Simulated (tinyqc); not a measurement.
MP2 on RHF in the sto-3g basis, for H3+, spin multiplicity 1, step by step. One step of it, computed by the program tinyqc.

Question. Second-order Moller-Plesset energy. E2 = sum_ijab (ia|jb) [2 (ia|jb) - (ib|ja)] / (e_i + e_j - e_a - e_b) over occupied i, j and virtual a, b; the opposite-spin part is (ia|jb)^2 / denominator, the rest is same-spin, and SCS-MP2 scales them by 6/5 and 1/3.

orbital energies (hartree): [-0.988675, -0.298515, 0.161548]

Two-electron integrals over orbitals (pq|rs), unique and non-zero (hartree):
```
(11|11) 0.562401    (21|11) -0.000030   (21|21) 0.144844    (22|11) 0.495629
(22|21) 0.000051    (22|22) 0.559039    (31|11) 0.073753    (31|21) 0.000008
(31|22) -0.055292   (31|31) 0.139991    (32|11) 0.000012    (32|21) -0.130408
(32|22) -0.000042   (32|31) -0.000033   (32|32) 0.136126    (33|11) 0.567796
(33|21) -0.000054   (33|22) 0.501338    (33|31) 0.091418    (33|32) 0.000035
(33|33) 0.609649
```

Hartree-Fock energy = -1.19954791 hartree

Give: Terms; Pair energies; MP2 correlation energy; SCS-MP2 correlation energy; MP2 total energy.

Answer.

Terms:
```
i  j  a  b   (ia|jb)   (ib|ja)  denominator       term
1  1  2  2    0.1448    0.1448      -1.3803    -0.0152
1  1  3  3    0.1400    0.1400      -2.3004    -0.0085
1  1  2  3  7.57e-06  7.57e-06      -1.8404  -3.12e-11
1  1  3  2  7.57e-06  7.57e-06      -1.8404  -3.12e-11
```

Pair energies (hartree; pair i-j sums ij and ji):
```
pair  opposite spin  same spin
1-1         -0.0237          0
```

MP2 correlation energy = -0.023718 hartree

SCS-MP2 correlation energy = -0.028462 hartree

MP2 total energy = -1.223266 hartree
